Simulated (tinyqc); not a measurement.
Worked calculation: coherent transport through a tight-binding region between two chains. One step of it, computed by the program tinyqc.

Task: Transmission at E = -0.14 eV. Surface Green function g = (E - i sqrt(4 t^2 - E^2)) / (2 t^2); self-energy tc^2 g on each contact site; G = (E - H - Sigma)^(-1); Gamma = -2 Im Sigma; T = Gamma_L Gamma_R |G_LR|^2; local density of states -Im G_ii / pi.

H of the central region (eV):
```
[[0.580000, -1.880000],
 [-1.880000, -0.560000]]
```

Leads: semi-infinite chains with site energy 0:
```
parameter                           value
lead hopping t (eV)              1.920000
coupling to the left lead (eV)   0.520000
coupling to the right lead (eV)  0.690000
left contact site                       1
right contact site                      2
```

E = -0.140000 eV

Give: g; G; local density of states; transmission.

Result:

g = -0.019-0.520i 1/eV

G (1/eV):
```
[[-0.113-0.061i, 0.485-0.015i],
 [0.485-0.015i, 0.183-0.042i]]
```

local density of states (1/eV): [0.019, 0.013]

transmission = 0.033
